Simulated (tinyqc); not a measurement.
Worked calculation (part 1 of 3): UHF in the sto-6g basis, for BeH+, spin multiplicity 1. Computed by tinyqc, a small Python program that keeps every step (integrals from PySCF). Settings: charge = 1, multiplicity = 1, basis = sto-6g, energy threshold = 1e-08, iteration cap = 52, orthogonalisation = canonical, start = core, DIIS depth = 3, method = UHF, break = 0.7. Command: `OMP_NUM_THREADS=1 python tinyqc.py 23587 23588 out.jsonl` (the two numbers bound the seeds that draw the settings). One thread of a shared host (Intel(R) Xeon(R) Processor @ 2.60GHz), about 0.1 s of CPU time with the checks. Later iterations appear only in the table of the cycle.

## One-electron integrals

Geometry (angstrom):
```
atom         x         y         z
Be    0.000000  0.000000  0.000000
H     0.000000  0.000000  1.202000
```

Basis sto-6g: exponents (1/bohr^2) and contraction coefficients of normalised primitives:
```
element  l (shell)    exponent  coefficient
Be           s (1)  312.870494     0.009164
Be           s (1)   57.364463     0.049361
Be           s (1)   16.048509     0.168538
Be           s (1)    5.513096     0.370563
Be           s (1)    2.140897     0.416492
Be           s (1)    0.881739     0.130334
Be           s (2)   13.633247    -0.013253
Be           s (2)    2.698375    -0.046992
Be           s (2)    0.838653    -0.033785
Be           s (2)    0.322660     0.250242
Be           s (2)    0.140131     0.595117
Be           s (2)    0.064233     0.240706
Be           p (3)   13.633247     0.003760
Be           p (3)    2.698375     0.037679
Be           p (3)    0.838653     0.173897
Be           p (3)    0.322660     0.418036
Be           p (3)    0.140131     0.425860
Be           p (3)    0.064233     0.101708
H            s (1)   35.523221     0.009164
H            s (1)    6.513144     0.049361
H            s (1)    1.822143     0.168538
H            s (1)    0.625955     0.370563
H            s (1)    0.243077     0.416492
H            s (1)    0.100112     0.130334
```

Overlap, kinetic and nuclear-attraction integrals over the contracted functions; the nuclear repulsion is the sum of Za Zb / Rab.

nuclear repulsion = 1.76098905 hartree

overlap S, order 1Be 1s, 1Be 2s, 1Be 2px, 1Be 2py, 1Be 2pz, 2H 1s:
$$\begin{pmatrix}
1.000000 & 0.254764 & 0.000000 & 0.000000 & 0.000000 & 0.097541 \\
0.254764 & 1.000000 & 0.000000 & 0.000000 & 0.000000 & 0.517051 \\
0.000000 & 0.000000 & 1.000000 & 0.000000 & 0.000000 & 0.000000 \\
0.000000 & 0.000000 & 0.000000 & 1.000000 & 0.000000 & 0.000000 \\
0.000000 & 0.000000 & 0.000000 & 0.000000 & 1.000000 & 0.559540 \\
0.097541 & 0.517051 & 0.000000 & 0.000000 & 0.559540 & 1.000000
\end{pmatrix}$$

kinetic energy T (hartree), order 1Be 1s, 1Be 2s, 1Be 2px, 1Be 2py, 1Be 2pz, 2H 1s:
$$\begin{pmatrix}
6.768753 & -0.207382 & 0.000000 & 0.000000 & 0.000000 & -0.011424 \\
-0.207382 & 0.220121 & 0.000000 & 0.000000 & 0.000000 & 0.091621 \\
0.000000 & 0.000000 & 0.661265 & 0.000000 & 0.000000 & 0.000000 \\
0.000000 & 0.000000 & 0.000000 & 0.661265 & 0.000000 & 0.000000 \\
0.000000 & 0.000000 & 0.000000 & 0.000000 & 0.661265 & 0.240357 \\
-0.011424 & 0.091621 & 0.000000 & 0.000000 & 0.240357 & 0.768522
\end{pmatrix}$$

nuclear attraction V (hartree), order 1Be 1s, 1Be 2s, 1Be 2px, 1Be 2py, 1Be 2pz, 2H 1s:
$$\begin{pmatrix}
-15.155038 & -1.762856 & 0.000000 & 0.000000 & -0.023496 & -0.757583 \\
-1.762856 & -2.698424 & 0.000000 & 0.000000 & -0.164831 & -1.479409 \\
0.000000 & 0.000000 & -2.654532 & 0.000000 & 0.000000 & 0.000000 \\
0.000000 & 0.000000 & 0.000000 & -2.654532 & 0.000000 & 0.000000 \\
-0.023496 & -0.164831 & 0.000000 & 0.000000 & -2.785878 & -1.602251 \\
-0.757583 & -1.479409 & 0.000000 & 0.000000 & -1.602251 & -2.976503
\end{pmatrix}$$

core Hamiltonian H = T + V (hartree), order 1Be 1s, 1Be 2s, 1Be 2px, 1Be 2py, 1Be 2pz, 2H 1s:
$$\begin{pmatrix}
-8.386285 & -1.970238 & 0.000000 & 0.000000 & -0.023496 & -0.769006 \\
-1.970238 & -2.478303 & 0.000000 & 0.000000 & -0.164831 & -1.387788 \\
0.000000 & 0.000000 & -1.993266 & 0.000000 & 0.000000 & 0.000000 \\
0.000000 & 0.000000 & 0.000000 & -1.993266 & 0.000000 & 0.000000 \\
-0.023496 & -0.164831 & 0.000000 & 0.000000 & -2.124612 & -1.361894 \\
-0.769006 & -1.387788 & 0.000000 & 0.000000 & -1.361894 & -2.207981
\end{pmatrix}$$

## Two-electron integrals

Functions are numbered as in S; the eight-fold symmetry (ij|kl) = (ji|kl) = (kl|ij) leaves the list below.

Two-electron integrals (ij|kl) in chemists' order, unique and non-zero (hartree):
```
(11|11) 2.299996   (21|11) 0.361879   (21|21) 0.071926   (22|11) 0.570332
(22|21) 0.139654   (22|22) 0.417773   (31|31) 0.015252   (32|31) 0.022555
(32|32) 0.092340   (33|11) 0.570332   (33|21) 0.139654   (33|22) 0.417773
(33|33) 0.450117   (41|41) 0.015252   (42|41) 0.022555   (42|42) 0.092340
(43|43) 0.024258   (44|11) 0.570332   (44|21) 0.139654   (44|22) 0.417773
(44|33) 0.401601   (44|44) 0.450117   (51|51) 0.015252   (52|51) 0.022555
(52|52) 0.092340   (53|53) 0.024258   (54|54) 0.024258   (55|11) 0.570332
(55|21) 0.139654   (55|22) 0.417773   (55|33) 0.401601   (55|44) 0.401601
(55|55) 0.450117   (61|11) 0.144535   (61|21) 0.027782   (61|22) 0.053319
(61|33) 0.052889   (61|44) 0.052889   (61|51) 0.002724   (61|52) 0.005135
(61|55) 0.054179   (61|61) 0.011342   (62|11) 0.269169   (62|21) 0.066496
(62|22) 0.208218   (62|33) 0.201309   (62|44) 0.201309   (62|51) 0.009279
(62|52) 0.049087   (62|55) 0.222034   (62|61) 0.027977   (62|62) 0.140985
(63|31) 0.007330   (63|32) 0.030922   (63|53) 0.009149   (63|63) 0.015211
(64|41) 0.007330   (64|42) 0.030922   (64|54) 0.009149   (64|64) 0.015211
(65|11) 0.264781   (65|21) 0.066404   (65|22) 0.217746   (65|33) 0.205142
(65|44) 0.205142   (65|51) 0.015358   (65|52) 0.077551   (65|55) 0.242952
(65|61) 0.029664   (65|62) 0.169473   (65|65) 0.213962   (66|11) 0.433111
(66|21) 0.109255   (66|22) 0.374686   (66|33) 0.348205   (66|44) 0.348205
(66|51) 0.020318   (66|52) 0.128580   (66|55) 0.427645   (66|61) 0.048107
(66|62) 0.306834   (66|65) 0.395354   (66|66) 0.774999
```

## Orthogonalisation

S = U s U^T; canonical form X = U s^(-1/2), so that X^T S X = 1. Each column of U has its largest component positive (the first on a tie).

eigenvalues of S: [0.234064, 0.795794, 1.000000, 1.000000, 1.160458, 1.809684]

X, order 1Be 1s, 1Be 2s, 1Be 2px, 1Be 2py, 1Be 2pz, 2H 1s:
$$\begin{pmatrix}
0.157690 & 0.815855 & 0.000000 & 0.000000 & 0.591351 & 0.180067 \\
-1.026577 & -0.589120 & 0.000000 & 0.000000 & 0.432608 & 0.379011 \\
0.000000 & 0.000000 & 0.625775 & 0.780004 & 0.000000 & 0.000000 \\
0.000000 & 0.000000 & 0.780004 & -0.625775 & 0.000000 & 0.000000 \\
-1.054175 & 0.463957 & 0.000000 & 0.000000 & -0.547902 & 0.348843 \\
1.443025 & -0.169323 & 0.000000 & 0.000000 & -0.157121 & 0.504795
\end{pmatrix}$$

Within a degenerate level the vectors are fixed only up to a rotation; this is one choice.

## Starting guess

The start is the orbitals of the core Hamiltonian, with HOMO and LUMO mixed by +/-0.7 rad for the two spins; D(s) = C_occ C_occ^T for each spin.

D(alpha) at the start, order 1Be 1s, 1Be 2s, 1Be 2px, 1Be 2py, 1Be 2pz, 2H 1s:
$$\begin{pmatrix}
1.029028 & -0.085291 & -0.072275 & 0.029644 & -0.047702 & -0.021105 \\
-0.085291 & 0.186816 & 0.256875 & -0.105358 & 0.163950 & 0.104943 \\
-0.072275 & 0.256875 & 0.355254 & -0.145708 & 0.226669 & 0.145517 \\
0.029644 & -0.105358 & -0.145708 & 0.059762 & -0.092968 & -0.059684 \\
-0.047702 & 0.163950 & 0.226669 & -0.092968 & 0.144628 & 0.092834 \\
-0.021105 & 0.104943 & 0.145517 & -0.059684 & 0.092834 & 0.059677
\end{pmatrix}$$

D(beta) at the start, order 1Be 1s, 1Be 2s, 1Be 2px, 1Be 2py, 1Be 2pz, 2H 1s:
$$\begin{pmatrix}
1.029028 & -0.085291 & 0.072275 & -0.029644 & -0.047702 & -0.021105 \\
-0.085291 & 0.186816 & -0.256875 & 0.105358 & 0.163950 & 0.104943 \\
0.072275 & -0.256875 & 0.355254 & -0.145708 & -0.226669 & -0.145517 \\
-0.029644 & 0.105358 & -0.145708 & 0.059762 & 0.092968 & 0.059684 \\
-0.047702 & 0.163950 & -0.226669 & 0.092968 & 0.144628 & 0.092834 \\
-0.021105 & 0.104943 & -0.145517 & 0.059684 & 0.092834 & 0.059677
\end{pmatrix}$$

## Iteration 1: building the Fock matrix

J_ij = sum D_kl (ij|kl) with D = D(alpha) + D(beta), K_ij = sum D_kl (ik|jl) for each spin; F = H + J - K(s); E = tr D H + tr D J / 2 - 0.5 sum_s tr D(s) K(s) + E_nn.

Coulomb J (hartree), order 1Be 1s, 1Be 2s, 1Be 2px, 1Be 2py, 1Be 2pz, 2H 1s:
$$\begin{pmatrix}
5.712323 & 0.991987 & 0.000000 & 0.000000 & 0.023674 & 0.397868 \\
0.991987 & 1.958311 & 0.000000 & 0.000000 & 0.120568 & 1.027186 \\
0.000000 & 0.000000 & 1.963978 & -0.014138 & 0.000000 & 0.000000 \\
0.000000 & 0.000000 & -0.014138 & 1.935305 & 0.000000 & 0.000000 \\
0.023674 & 0.120568 & 0.000000 & 0.000000 & 1.975653 & 1.087387 \\
0.397868 & 1.027186 & 0.000000 & 0.000000 & 1.087387 & 1.851302
\end{pmatrix}$$

exchange K(alpha) (hartree), order 1Be 1s, 1Be 2s, 1Be 2px, 1Be 2py, 1Be 2pz, 2H 1s:
$$\begin{pmatrix}
2.327914 & 0.365632 & 0.008107 & -0.003325 & 0.008748 & 0.153270 \\
0.365632 & 0.238338 & 0.153105 & -0.062796 & 0.140226 & 0.218852 \\
0.008107 & 0.153105 & 0.202749 & -0.062051 & 0.127712 & 0.156759 \\
-0.003325 & -0.062796 & -0.062051 & 0.076911 & -0.052381 & -0.064295 \\
0.008748 & 0.140226 & 0.127712 & -0.052381 & 0.177770 & 0.208858 \\
0.153270 & 0.218852 & 0.156759 & -0.064295 & 0.208858 & 0.305258
\end{pmatrix}$$

exchange K(beta) (hartree), order 1Be 1s, 1Be 2s, 1Be 2px, 1Be 2py, 1Be 2pz, 2H 1s:
$$\begin{pmatrix}
2.327914 & 0.365632 & -0.008107 & 0.003325 & 0.008748 & 0.153270 \\
0.365632 & 0.238338 & -0.153105 & 0.062796 & 0.140226 & 0.218852 \\
-0.008107 & -0.153105 & 0.202749 & -0.062051 & -0.127712 & -0.156759 \\
0.003325 & 0.062796 & -0.062051 & 0.076911 & 0.052381 & 0.064295 \\
0.008748 & 0.140226 & -0.127712 & 0.052381 & 0.177770 & 0.208858 \\
0.153270 & 0.218852 & -0.156759 & 0.064295 & 0.208858 & 0.305258
\end{pmatrix}$$

F(alpha) (hartree), order 1Be 1s, 1Be 2s, 1Be 2px, 1Be 2py, 1Be 2pz, 2H 1s:
$$\begin{pmatrix}
-5.001877 & -1.343883 & -0.008107 & 0.003325 & -0.008569 & -0.524408 \\
-1.343883 & -0.758331 & -0.153105 & 0.062796 & -0.184488 & -0.579454 \\
-0.008107 & -0.153105 & -0.232037 & 0.047913 & -0.127712 & -0.156759 \\
0.003325 & 0.062796 & 0.047913 & -0.134871 & 0.052381 & 0.064295 \\
-0.008569 & -0.184488 & -0.127712 & 0.052381 & -0.326730 & -0.483365 \\
-0.524408 & -0.579454 & -0.156759 & 0.064295 & -0.483365 & -0.661937
\end{pmatrix}$$

F(beta) (hartree), order 1Be 1s, 1Be 2s, 1Be 2px, 1Be 2py, 1Be 2pz, 2H 1s:
$$\begin{pmatrix}
-5.001877 & -1.343883 & 0.008107 & -0.003325 & -0.008569 & -0.524408 \\
-1.343883 & -0.758331 & 0.153105 & -0.062796 & -0.184488 & -0.579454 \\
0.008107 & 0.153105 & -0.232037 & 0.047913 & 0.127712 & 0.156759 \\
-0.003325 & -0.062796 & 0.047913 & -0.134871 & -0.052381 & -0.064295 \\
-0.008569 & -0.184488 & 0.127712 & -0.052381 & -0.326730 & -0.483365 \\
-0.524408 & -0.579454 & 0.156759 & -0.064295 & -0.483365 & -0.661937
\end{pmatrix}$$

total energy of this density = -14.53646426 hartree

## Iteration 1: diagonalisation and new density

Diagonalise F' = X^T F X, C = X C', fill 2 alpha and 2 beta electrons from the bottom; D(s) = C_occ C_occ^T. Each column has its largest component positive (the first on a tie).

F' = X^T F X (alpha) (hartree):
$$\begin{pmatrix}
0.322346 & -0.171546 & 0.019673 & 0.066679 & -0.045274 & -0.080707 \\
-0.171546 & -2.190411 & 0.015560 & 0.052739 & -2.156779 & -0.907602 \\
0.019673 & 0.015560 & -0.126148 & -0.037039 & 0.007211 & -0.056024 \\
0.066679 & 0.052739 & -0.037039 & -0.240761 & 0.024440 & -0.189887 \\
-0.045274 & -2.156779 & 0.007211 & 0.024440 & -2.507063 & -1.011899 \\
-0.080707 & -0.907602 & -0.056024 & -0.189887 & -1.011899 & -1.200136
\end{pmatrix}$$

orbital energies (alpha) (hartree): MO1 -5.003068, MO2 -0.793220, MO3 -0.220135, MO4 -0.164771, MO5 -0.115220, MO6 0.354242

coefficients C (alpha), order 1Be 1s, 1Be 2s, 1Be 2px, 1Be 2py, 1Be 2pz, 2H 1s:
$$\begin{pmatrix}
0.995644 & -0.164040 & -0.144024 & 0.154876 & 0.000000 & 0.098276 \\
0.016980 & 0.400278 & 0.701984 & -0.517071 & 0.000000 & -0.900592 \\
0.002294 & 0.329781 & 0.480840 & 0.709215 & 0.379473 & 0.114226 \\
-0.000941 & -0.135260 & -0.197217 & -0.290885 & 0.925203 & -0.046850 \\
0.003090 & 0.303906 & -0.423441 & 0.333951 & 0.000000 & -1.168432 \\
-0.001055 & 0.509187 & -0.429984 & -0.168296 & 0.000000 & 1.384924
\end{pmatrix}$$

F' = X^T F X (beta) (hartree):
$$\begin{pmatrix}
0.322346 & -0.171546 & -0.019673 & -0.066679 & -0.045274 & -0.080707 \\
-0.171546 & -2.190411 & -0.015560 & -0.052739 & -2.156779 & -0.907602 \\
-0.019673 & -0.015560 & -0.126148 & -0.037039 & -0.007211 & 0.056024 \\
-0.066679 & -0.052739 & -0.037039 & -0.240761 & -0.024440 & 0.189887 \\
-0.045274 & -2.156779 & -0.007211 & -0.024440 & -2.507063 & -1.011899 \\
-0.080707 & -0.907602 & 0.056024 & 0.189887 & -1.011899 & -1.200136
\end{pmatrix}$$

orbital energies (beta) (hartree): MO1 -5.003068, MO2 -0.793220, MO3 -0.220135, MO4 -0.164771, MO5 -0.115220, MO6 0.354242

coefficients C (beta), order 1Be 1s, 1Be 2s, 1Be 2px, 1Be 2py, 1Be 2pz, 2H 1s:
$$\begin{pmatrix}
0.995644 & -0.164040 & -0.144024 & -0.154876 & 0.000000 & 0.098276 \\
0.016980 & 0.400278 & 0.701984 & 0.517071 & 0.000000 & -0.900592 \\
-0.002294 & -0.329781 & -0.480840 & 0.709215 & 0.379473 & -0.114226 \\
0.000941 & 0.135260 & 0.197217 & -0.290885 & 0.925203 & 0.046850 \\
0.003090 & 0.303906 & -0.423441 & -0.333951 & 0.000000 & -1.168432 \\
-0.001055 & 0.509187 & -0.429984 & 0.168296 & 0.000000 & 1.384924
\end{pmatrix}$$

D(alpha) after iteration 1, order 1Be 1s, 1Be 2s, 1Be 2px, 1Be 2py, 1Be 2pz, 2H 1s:
$$\begin{pmatrix}
1.018217 & -0.048756 & -0.051813 & 0.021251 & -0.046776 & -0.084577 \\
-0.048756 & 0.160511 & 0.132043 & -0.054158 & 0.121699 & 0.203798 \\
-0.051813 & 0.132043 & 0.108761 & -0.044608 & 0.100230 & 0.167918 \\
0.021251 & -0.054158 & -0.044608 & 0.018296 & -0.041109 & -0.068871 \\
-0.046776 & 0.121699 & 0.100230 & -0.041109 & 0.092368 & 0.154742 \\
-0.084577 & 0.203798 & 0.167918 & -0.068871 & 0.154742 & 0.259272
\end{pmatrix}$$

D(beta) after iteration 1, order 1Be 1s, 1Be 2s, 1Be 2px, 1Be 2py, 1Be 2pz, 2H 1s:
$$\begin{pmatrix}
1.018217 & -0.048756 & 0.051813 & -0.021251 & -0.046776 & -0.084577 \\
-0.048756 & 0.160511 & -0.132043 & 0.054158 & 0.121699 & 0.203798 \\
0.051813 & -0.132043 & 0.108761 & -0.044608 & -0.100230 & -0.167918 \\
-0.021251 & 0.054158 & -0.044608 & 0.018296 & 0.041109 & 0.068871 \\
-0.046776 & 0.121699 & -0.100230 & 0.041109 & 0.092368 & 0.154742 \\
-0.084577 & 0.203798 & -0.167918 & 0.068871 & 0.154742 & 0.259272
\end{pmatrix}$$

## Iteration 2: building the Fock matrix

As before.

Coulomb J (hartree), order 1Be 1s, 1Be 2s, 1Be 2px, 1Be 2py, 1Be 2pz, 2H 1s:
$$\begin{pmatrix}
5.605599 & 0.971599 & 0.000000 & 0.000000 & 0.034811 & 0.393750 \\
0.971599 & 1.932429 & 0.000000 & 0.000000 & 0.193684 & 1.085821 \\
0.000000 & 0.000000 & 1.908868 & -0.004328 & 0.000000 & 0.000000 \\
0.000000 & 0.000000 & -0.004328 & 1.900090 & 0.000000 & 0.000000 \\
0.034811 & 0.193684 & 0.000000 & 0.000000 & 1.988332 & 1.193610 \\
0.393750 & 1.085821 & 0.000000 & 0.000000 & 1.193610 & 2.087690
\end{pmatrix}$$

exchange K(alpha) (hartree), order 1Be 1s, 1Be 2s, 1Be 2px, 1Be 2py, 1Be 2pz, 2H 1s:
$$\begin{pmatrix}
2.312157 & 0.373310 & 0.001189 & -0.000488 & 0.002755 & 0.152995 \\
0.373310 & 0.272303 & 0.097948 & -0.040173 & 0.192770 & 0.315248 \\
0.001189 & 0.097948 & 0.097930 & -0.018997 & 0.078667 & 0.110047 \\
-0.000488 & -0.040173 & -0.018997 & 0.059405 & -0.032265 & -0.045136 \\
0.002755 & 0.192770 & 0.078667 & -0.032265 & 0.232486 & 0.325062 \\
0.152995 & 0.315248 & 0.110047 & -0.045136 & 0.325062 & 0.531838
\end{pmatrix}$$

exchange K(beta) (hartree), order 1Be 1s, 1Be 2s, 1Be 2px, 1Be 2py, 1Be 2pz, 2H 1s:
$$\begin{pmatrix}
2.312157 & 0.373310 & -0.001189 & 0.000488 & 0.002755 & 0.152995 \\
0.373310 & 0.272303 & -0.097948 & 0.040173 & 0.192770 & 0.315248 \\
-0.001189 & -0.097948 & 0.097930 & -0.018997 & -0.078667 & -0.110047 \\
0.000488 & 0.040173 & -0.018997 & 0.059405 & 0.032265 & 0.045136 \\
0.002755 & 0.192770 & -0.078667 & 0.032265 & 0.232486 & 0.325062 \\
0.152995 & 0.315248 & -0.110047 & 0.045136 & 0.325062 & 0.531838
\end{pmatrix}$$

F(alpha) (hartree), order 1Be 1s, 1Be 2s, 1Be 2px, 1Be 2py, 1Be 2pz, 2H 1s:
$$\begin{pmatrix}
-5.092844 & -1.371949 & -0.001189 & 0.000488 & 0.008560 & -0.528252 \\
-1.371949 & -0.818178 & -0.097948 & 0.040173 & -0.163916 & -0.617215 \\
-0.001189 & -0.097948 & -0.182329 & 0.014668 & -0.078667 & -0.110047 \\
0.000488 & 0.040173 & 0.014668 & -0.152582 & 0.032265 & 0.045136 \\
0.008560 & -0.163916 & -0.078667 & 0.032265 & -0.368767 & -0.493346 \\
-0.528252 & -0.617215 & -0.110047 & 0.045136 & -0.493346 & -0.652129
\end{pmatrix}$$

F(beta) (hartree), order 1Be 1s, 1Be 2s, 1Be 2px, 1Be 2py, 1Be 2pz, 2H 1s:
$$\begin{pmatrix}
-5.092844 & -1.371949 & 0.001189 & -0.000488 & 0.008560 & -0.528252 \\
-1.371949 & -0.818178 & 0.097948 & -0.040173 & -0.163916 & -0.617215 \\
0.001189 & 0.097948 & -0.182329 & 0.014668 & 0.078667 & 0.110047 \\
-0.000488 & -0.040173 & 0.014668 & -0.152582 & -0.032265 & -0.045136 \\
0.008560 & -0.163916 & 0.078667 & -0.032265 & -0.368767 & -0.493346 \\
-0.528252 & -0.617215 & 0.110047 & -0.045136 & -0.493346 & -0.652129
\end{pmatrix}$$

total energy of this density = -14.75820590 hartree

## Iteration 2: DIIS over 2 matrices

error matrix X^T (FDS - SDF) X (alpha):
$$\begin{pmatrix}
0.000000 & -0.008000 & 0.001454 & 0.004927 & -0.007008 & 0.009797 \\
0.008000 & 0.000000 & 0.006215 & 0.021065 & 0.010443 & 0.013693 \\
-0.001454 & -0.006215 & 0.000000 & 0.000000 & -0.002758 & 0.022218 \\
-0.004927 & -0.021065 & 0.000000 & 0.000000 & -0.009349 & 0.075305 \\
0.007008 & -0.010443 & 0.002758 & 0.009349 & 0.000000 & -0.011741 \\
-0.009797 & -0.013693 & -0.022218 & -0.075305 & 0.011741 & 0.000000
\end{pmatrix}$$

B (overlaps of the stored error matrices):
$$\begin{pmatrix}
3.0837702e-01 & 6.5403335e-02 \\
6.5403335e-02 & 2.9646997e-02
\end{pmatrix}$$

Minimise |sum c_i e_i|^2 with sum c_i = 1: solve [B -1; -1 0][c; lambda] = [0; -1] with B_ij = tr e_i^T e_j summed over both spins, and take F = sum c_i F_i.

DIIS coefficients: [-0.172555, 1.172555]

extrapolated F(alpha) (hartree), order 1Be 1s, 1Be 2s, 1Be 2px, 1Be 2py, 1Be 2pz, 2H 1s:
$$\begin{pmatrix}
-5.108541 & -1.376793 & 0.000004 & -0.000002 & 0.011516 & -0.528915 \\
-1.376793 & -0.828505 & -0.088430 & 0.036270 & -0.160366 & -0.623730 \\
0.000004 & -0.088430 & -0.173751 & 0.008932 & -0.070204 & -0.101986 \\
-0.000002 & 0.036270 & 0.008932 & -0.155637 & 0.028794 & 0.041830 \\
0.011516 & -0.160366 & -0.070204 & 0.028794 & -0.376020 & -0.495069 \\
-0.528915 & -0.623730 & -0.101986 & 0.041830 & -0.495069 & -0.650437
\end{pmatrix}$$

extrapolated F(beta) (hartree), order 1Be 1s, 1Be 2s, 1Be 2px, 1Be 2py, 1Be 2pz, 2H 1s:
$$\begin{pmatrix}
-5.108541 & -1.376793 & -0.000004 & 0.000002 & 0.011516 & -0.528915 \\
-1.376793 & -0.828505 & 0.088430 & -0.036270 & -0.160366 & -0.623730 \\
-0.000004 & 0.088430 & -0.173751 & 0.008932 & 0.070204 & 0.101986 \\
0.000002 & -0.036270 & 0.008932 & -0.155637 & -0.028794 & -0.041830 \\
0.011516 & -0.160366 & 0.070204 & -0.028794 & -0.376020 & -0.495069 \\
-0.528915 & -0.623730 & 0.101986 & -0.041830 & -0.495069 & -0.650437
\end{pmatrix}$$
